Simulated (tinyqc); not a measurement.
From results back to parameters: phonon-assisted absorption at an indirect gap. Two cases, with inputs chosen for the exercise.

Problem. One phonon: alpha = A [N (E - Eg + w)^2 + (N + 1)(E - Eg - w)^2], each term only above its threshold, N = 1/(exp(w/kB Tm) - 1). The first two energies lie below the emission threshold and the third above it.

Constants: kB = 8.617333262e-05 eV/K.

Find: slope sqrt(A N); threshold Eg - w; w; Eg; A.

Method. sqrt(alpha) at the first two energies is a line with slope sqrt(A N) and intercept Eg - w. The excess at the third energy is A N exp(w/kB Tm) (E - (Eg - w) - 2w)^2, which has one root w with the emission threshold between the second and third energies.

Case 1.

Values chosen (out of a larger set: loosely those of AlAs at room temperature; Eg is not tied to T; not measured data): Es = (2.125, 2.179, 2.238) eV (three photon energies); Tm = 400 K.

alpha at the three energies (1/cm): 0.6861284  10.53751  46.97645

Solution.

slope sqrt(A N) = 44.77 1/(cm^(1/2) eV)
threshold Eg - w = 2.1065 eV
w = 45.5 meV
Eg = 2.152 eV
A = 5.5e+03 1/(cm eV^2)

Case 2.

Values chosen (out of a larger set: loosely those of SiGe at room temperature; Eg is not tied to T; not measured data): Es = (0.934, 0.996, 1.056) eV (three photon energies); Tm = 250 K.

alpha at the three energies (1/cm): 0.1228642  1.989873  10.91761

Solution.

slope sqrt(A N) = 17.10 1/(cm^(1/2) eV)
threshold Eg - w = 0.9135 eV
w = 51.5 meV
Eg = 0.965 eV
A = 2.9e+03 1/(cm eV^2)

Computed by tinyqc, one run a case: `OMP_NUM_THREADS=1 python tinyqc.py N N+1 out.jsonl` with N = 1680377, 1680430; one thread of a shared Intel(R) Xeon(R) Processor @ 2.30GHz, about 0.01 s a run at most.
